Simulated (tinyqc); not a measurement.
Composition and strain of an epitaxial Si(1-x)Ge(x) layer from Raman and X-ray peaks: one step, computed by the program tinyqc.

A (001) layer, biaxially strained in the plane. The Raman peaks follow empirical lines omega = w0 + c1 x + c3 x^3 + b eps (c3 for Si-Ge alone), with eps the in-plane strain.

Question. Raman peaks. Insert x and eps in the three lines; the strain part is b eps.

Inputs (values chosen for the exercise, modelled on silicon-germanium):
```
quantity,value,unit
Ge fraction x,0.53,-
Si-Si: w0,521.1,1/cm
Si-Si: c1,-66.4,1/cm
Si-Si: strain coefficient b,-716,1/cm
Si-Ge: w0,400.3,1/cm
Si-Ge: c1,24.1,1/cm
Si-Ge: c3,-33.4,1/cm
Si-Ge: strain coefficient b,-558,1/cm
Ge-Ge: w0,280.3,1/cm
Ge-Ge: c1,19.8,1/cm
Ge-Ge: strain coefficient b,-474,1/cm
```

Substrate: silicon.

in-plane strain eps = -8.994313 per mille

Give: Si-Si peak; Si-Ge peak; Ge-Ge peak; strain parts.

Answer.

Si-Si peak = 492.3 1/cm

Si-Ge peak = 413.1 1/cm

Ge-Ge peak = 295.1 1/cm

strain parts (1/cm): Si-Si 6.440, Si-Ge 5.019, Ge-Ge 4.263

Read as unstrained, the Si-Si peak would give x = 0.433 in place of 0.53.
